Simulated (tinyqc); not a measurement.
# Resonant-tunnelling diode, transfer matrices and Tsu-Esaki current: current against voltage

Emitter (band edge 0), barrier d1, well Lw, barrier d2, collector (edge -V). The bias drops linearly over these layers and none in the contacts; each layer is cut into ns equal slices, flat at the value of their centres. E is the energy of motion across the layers, C = hbar^2/(2 m0), psi and psi'/m are continuous. Transport is coherent, T(E) is taken as independent of the transverse momentum, and charge in the well is ignored.

For the pair (psi, psi'/m) a flat layer has M = [[cos kd, (m/k) sin kd], [-(k/m) sin kd, cos kd]] with k = sqrt(m (E - U)/C) above its edge U, and M = [[cosh Kd, (m/K) sinh Kd], [(K/m) sinh Kd, cosh Kd]] with K = sqrt(m (U - E)/C) below it. Later slices stand to the left. With M acting on (psi, psi'/m) and v = k/m in each lead, T(E) = 4 vL vR/[(vL vR M12 - M21)^2 + (vR M11 + vL M22)^2]. J = J0 times the integral over E > 0 of T(E) N(E), N = ln[(1 + exp((Ef - E)/Vt))/(1 + exp((Ef - V - E)/Vt))], J0 = q^2 mw m0 kB T/(2 pi^2 hbar^3) (times 1e-4 for A/cm^2 per eV). The integral is converged to the digits shown.

Inputs (values chosen for the exercise); masses and offsets close to those of GaN wells and AlGaN barriers:
```
symbol,value,unit,meaning
T,150,K,temperature
mw,0.2,m0,"mass in the well, spacer and contacts"
U1,0.59,eV,barrier height
m1,0.26,m0,barrier mass
d1,1.2,nm,emitter barrier
Lw,1.5,nm,well width
d2,1.2,nm,collector barrier
ns,4,,slices in each layer
Ef,0.11,eV,Fermi energy of both contacts above their band edges
```

Constants: q = 1.602176634e-19 C, kB = 1.380649e-23 J/K, hbar = 1.054571817e-34 J s, m0 = 9.1093837015e-31 kg, Vt = kB T/q, hbar^2/(2 m0) = 0.0380998212 eV nm^2. Results are converted to the units shown.

Current against voltage:

| V (V) | J (kA/cm^2) |
|---|---|
| 0.046 | 3.660 |
| 0.108 | 15.70 |
| 0.169 | 76.61 |
| 0.23 | 387.4 |
| 0.292 | 1172 |
| 0.353 | 1849 |
| 0.414 | 1707 |
| 0.476 | 343.3 |
| 0.537 | 160.0 |
| 0.598 | 121.2 |
| 0.66 | 110.2 |
| 0.721 | 111.6 |
| 0.782 | 121.4 |

What does the table show?

Among the rows the current peaks at 1850 kA/cm^2 at V = 0.353 V and falls to 110 kA/cm^2 at 0.66 V, a ratio of 16.8. At zero bias the resonance lies at 0.232 eV and the centre of the well takes the share 0.500 of the bias, so the level should reach the emitter band edge near V = 0.463 V; beyond that only the tail of the broadened level (width 13.4 meV at zero bias) and off-resonant tunnelling carry current. Without scattering and space charge the valley comes out far lower than in a real diode. In 7 of the 13 rows the bias alone exceeds 0.4 V, so electrons enter the collector far above its band edge, where real bands are no longer parabolic.

Program tinyqc, `OMP_NUM_THREADS=1 python tinyqc.py 2600023 2600024 out.jsonl`; Intel Xeon 2.30GHz, shared host, one thread, about 0.08 s.
